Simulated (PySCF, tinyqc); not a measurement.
Worked calculation: RHF in the sto-3g basis, for H4, spin multiplicity 1. The lowest restricted solution is unstable here: a spin-polarised one lies 0.2015 hartree lower (PySCF). Computed by tinyqc, a small Python program that keeps every step (integrals from PySCF). Settings: charge = 0, multiplicity = 1, basis = sto-3g, energy threshold = 1e-10, iteration cap = 80, orthogonalisation = symmetric, start = Wolfsberg-Helmholz matrix, DIIS depth = 3, method = RHF. Command: `OMP_NUM_THREADS=1 python tinyqc.py 23997 23998 out.jsonl` (the two numbers bound the seeds that draw the settings). One thread of a shared host (Intel(R) Xeon(R) Processor @ 2.60GHz), about 0.04 s of CPU time with the checks. Later iterations appear only in the table of the cycle.

## One-electron integrals

Geometry (angstrom):
```
atom       x       y       z
H     0.0000  0.0000  0.0000
H     0.0000  0.0000  1.6700
H     0.0000  1.9340  0.0000
H     0.0000  1.9340  1.6700
```

Basis sto-3g: exponents (1/bohr^2) and contraction coefficients of normalised primitives:
```
element  l (shell)  exponent  coefficient
H            s (1)    3.4253       0.1543
H            s (1)    0.6239       0.5353
H            s (1)    0.1689       0.4446
```

Overlap, kinetic and nuclear-attraction integrals over the contracted functions; the nuclear repulsion is the sum of Za Zb / Rab.

nuclear repulsion = 1.595171 hartree

overlap S, lower triangle:
```
        1H 1s   2H 1s   3H 1s   4H 1s
1H 1s  1.0000
2H 1s  0.2001  1.0000
3H 1s  0.1327  0.0446  1.0000
4H 1s  0.0446  0.1327  0.2001  1.0000
```

kinetic energy T (hartree), lower triangle:
```
         1H 1s    2H 1s    3H 1s   4H 1s
1H 1s   0.7600
2H 1s  -0.0013   0.7600
3H 1s  -0.0092  -0.0103   0.7600
4H 1s  -0.0103  -0.0092  -0.0013  0.7600
```

nuclear attraction V (hartree), lower triangle:
```
         1H 1s    2H 1s    3H 1s    4H 1s
1H 1s  -2.0234
2H 1s  -0.3442  -2.0234
3H 1s  -0.2208  -0.0746  -2.0234
4H 1s  -0.0746  -0.2208  -0.3442  -2.0234
```

core Hamiltonian H = T + V (hartree), lower triangle:
```
         1H 1s    2H 1s    3H 1s    4H 1s
1H 1s  -1.2634
2H 1s  -0.3455  -1.2634
3H 1s  -0.2300  -0.0849  -1.2634
4H 1s  -0.0849  -0.2300  -0.3455  -1.2634
```

## Two-electron integrals

Functions are numbered as in S; the eight-fold symmetry (ij|kl) = (ji|kl) = (kl|ij) leaves the list below.

Two-electron integrals (ij|kl) in chemists' order, unique and non-zero (hartree):
```
(11|11) 0.7746   (21|11) 0.1023   (21|21) 0.0219   (22|11) 0.3134
(22|21) 0.1023   (22|22) 0.7746   (31|11) 0.0633   (31|21) 0.0100
(31|22) 0.0358   (31|31) 0.0092   (32|11) 0.0163   (32|21) 0.0037
(32|22) 0.0181   (32|31) 0.0025   (32|32) 0.0010   (33|11) 0.2724
(33|21) 0.0497   (33|22) 0.2070   (33|31) 0.0633   (33|32) 0.0181
(33|33) 0.7746   (41|11) 0.0181   (41|21) 0.0037   (41|22) 0.0163
(41|31) 0.0025   (41|32) 0.0009   (41|33) 0.0163   (41|41) 0.0010
(42|11) 0.0358   (42|21) 0.0100   (42|22) 0.0633   (42|31) 0.0052
(42|32) 0.0025   (42|33) 0.0358   (42|41) 0.0025   (42|42) 0.0092
(43|11) 0.0497   (43|21) 0.0105   (43|22) 0.0497   (43|31) 0.0100
(43|32) 0.0037   (43|33) 0.1023   (43|41) 0.0037   (43|42) 0.0100
(43|43) 0.0219   (44|11) 0.2070   (44|21) 0.0497   (44|22) 0.2724
(44|31) 0.0358   (44|32) 0.0163   (44|33) 0.3134   (44|41) 0.0181
(44|42) 0.0633   (44|43) 0.1023   (44|44) 0.7746
```

## Orthogonalisation

S = U s U^T; symmetric (Loewdin) form X = U s^(-1/2) U^T, so that X^T S X = 1.

eigenvalues of S: 0.7117  0.8880  1.0228  1.3775

X, lower triangle:
```
         1H 1s    2H 1s    3H 1s   4H 1s
1H 1s   1.0218
2H 1s  -0.1014   1.0218
3H 1s  -0.0652  -0.0032   1.0218
4H 1s  -0.0032  -0.0652  -0.1014  1.0218
```

## Starting guess

The start is the generalised Wolfsberg-Helmholz matrix (K = 1.75) built on H; D = 2 C_occ C_occ^T.

D at the start, lower triangle:
```
         1H 1s    2H 1s   3H 1s   4H 1s
1H 1s   0.8518
2H 1s   0.8518   0.8518
3H 1s  -0.1259  -0.1259  0.8518
4H 1s  -0.1259  -0.1259  0.8518  0.8518
```

## Iteration 1: building the Fock matrix

J_ij = sum D_kl (ij|kl), K_ij = sum D_kl (ik|jl); F = H + J - 0.5 K; E = tr D H + tr D J / 2 - 0.25 tr D K + E_nn.

Coulomb J (hartree), lower triangle:
```
        1H 1s   2H 1s   3H 1s   4H 1s
1H 1s  1.5606
2H 1s  0.3074  1.5606
3H 1s  0.1980  0.0694  1.5606
4H 1s  0.0694  0.1980  0.3074  1.5606
```

exchange K (hartree), lower triangle:
```
        1H 1s   2H 1s   3H 1s   4H 1s
1H 1s  0.8419
2H 1s  0.4529  0.8419
3H 1s  0.1088  0.0739  0.8419
4H 1s  0.0739  0.1088  0.4529  0.8419
```

Fock matrix F (hartree), lower triangle:
```
         1H 1s    2H 1s    3H 1s    4H 1s
1H 1s  -0.1238
2H 1s  -0.2646  -0.1238
3H 1s  -0.0864  -0.0524  -0.1238
4H 1s  -0.0524  -0.0864  -0.2646  -0.1238
```

total energy of this density = -1.693422 hartree

## Iteration 1: diagonalisation and new density

Diagonalise F' = X^T F X, C = X C', fill 2 alpha and 2 beta electrons from the bottom; D = 2 C_occ C_occ^T. Each column has its largest component positive (the first on a tie).

F' = X^T F X (hartree), lower triangle:
```
         1        2        3        4
1  -0.0652
2  -0.2482  -0.0652
3  -0.0660  -0.0033  -0.0652
4  -0.0033  -0.0660  -0.2482  -0.0652
```

orbital energies (hartree): MO1 -0.3827, MO2 -0.2440, MO3 0.1203, MO4 0.2456

coefficients C:
```
          MO1      MO2      MO3      MO4
1H 1s  0.4260   0.4944   0.5306   0.5927
2H 1s  0.4260   0.4944  -0.5306  -0.5927
3H 1s  0.4260  -0.4944   0.5306  -0.5927
4H 1s  0.4260  -0.4944  -0.5306   0.5927
```

D after iteration 1, lower triangle:
```
         1H 1s    2H 1s   3H 1s   4H 1s
1H 1s   0.8518
2H 1s   0.8518   0.8518
3H 1s  -0.1259  -0.1259  0.8518
4H 1s  -0.1259  -0.1259  0.8518  0.8518
```

## Iteration 2: building the Fock matrix

As before.

Coulomb J (hartree), lower triangle:
```
        1H 1s   2H 1s   3H 1s   4H 1s
1H 1s  1.5606
2H 1s  0.3074  1.5606
3H 1s  0.1980  0.0694  1.5606
4H 1s  0.0694  0.1980  0.3074  1.5606
```

exchange K (hartree), lower triangle:
```
        1H 1s   2H 1s   3H 1s   4H 1s
1H 1s  0.8419
2H 1s  0.4529  0.8419
3H 1s  0.1088  0.0739  0.8419
4H 1s  0.0739  0.1088  0.4529  0.8419
```

Fock matrix F (hartree), lower triangle:
```
         1H 1s    2H 1s    3H 1s    4H 1s
1H 1s  -0.1238
2H 1s  -0.2646  -0.1238
3H 1s  -0.0864  -0.0524  -0.1238
4H 1s  -0.0524  -0.0864  -0.2646  -0.1238
```

total energy of this density = -1.693422 hartree

## Iteration 2 (converged): orbitals

As before.

F' = X^T F X (hartree), lower triangle:
```
         1        2        3        4
1  -0.0652
2  -0.2482  -0.0652
3  -0.0660  -0.0033  -0.0652
4  -0.0033  -0.0660  -0.2482  -0.0652
```

orbital energies (hartree): MO1 -0.3827, MO2 -0.2440, MO3 0.1203, MO4 0.2456

coefficients C:
```
          MO1      MO2      MO3      MO4
1H 1s  0.4260   0.4944   0.5306   0.5927
2H 1s  0.4260   0.4944  -0.5306  -0.5927
3H 1s  0.4260  -0.4944   0.5306  -0.5927
4H 1s  0.4260  -0.4944  -0.5306   0.5927
```

D after iteration 2, lower triangle:
```
         1H 1s    2H 1s   3H 1s   4H 1s
1H 1s   0.8518
2H 1s   0.8518   0.8518
3H 1s  -0.1259  -0.1259  0.8518
4H 1s  -0.1259  -0.1259  0.8518  0.8518
```

## Convergence

Stop when the energy changes by less than 1e-10 hartree and every element of the error matrix X^T (F D S - S D F) X is below 3e-06.

Course of the cycle:
```
iteration  E (hartree)     change  largest element of the error matrix
1            -1.693422          -                             3.98e-15
2            -1.693422  -8.88e-16                             1.72e-15
```

PySCF RHF in the same basis = -1.693422 hartree

Converged in 2 iterations.

## Populations, bond orders and dipole

Mulliken: Z minus the diagonal of D S on the atom; Loewdin: the same with S^(1/2) D S^(1/2); Mayer order: 2 sum_s sum (D(s) S)_ij (D(s) S)_ji over the two atoms.

Charges (e):
```
atom  Mulliken  Loewdin
1H           0        0
2H           0        0
3H           0        0
4H           0        0
```

Mayer bond orders:
```
pair   order
2-1   1.0000
3-1        0
3-2        0
4-1        0
4-2        0
4-3   1.0000
```

dipole moment about the origin, x y z (debye): 0.0000  0.0000  0.0000
